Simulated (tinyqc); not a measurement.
# Doping and barrier from two capacitances

Question. A Schottky diode on a uniformly doped n-type layer obeys (A/C)^2 = 2 (Vbi - V - Vt)/(q eps0 eps_r Nd) in reverse bias, with phiB = Vbi + Vt ln(Nc/Nd) and image force ignored. Find Nd, Vbi and phiB.

Values chosen for this exercise; band and dielectric values close to those of gallium arsenide: temperature T = 450 K; relative permittivity eps_r = 12.7; conduction-band density of states at T Nc = 8.06e17 cm^-3; diode area A = 0.00037 cm^2.

Constants: q = 1.602176634e-19 C, kB = 1.380649e-23 J/K, Vt = kB T/q, eps0 = 8.8541878128e-14 F/cm where lengths are in cm. Results are converted to the units shown.

C at V = -0.4 and -5.4 V (pF): 28.480922  11.495087

Solution. The slope of (A/C)^2 against -V gives Nd, the intercept Vbi - Vt, and the Fermi-level depth Vt ln(Nc/Nd) is added for the barrier.

Nd = 6.40e16 cm^-3
Vbi = 0.612 V
phiB = 0.710 eV

Numbers from tinyqc (`OMP_NUM_THREADS=1 python tinyqc.py 2020068 2020069 out.jsonl`; about 0.03 s on one thread of a shared Intel Xeon 2.30GHz).
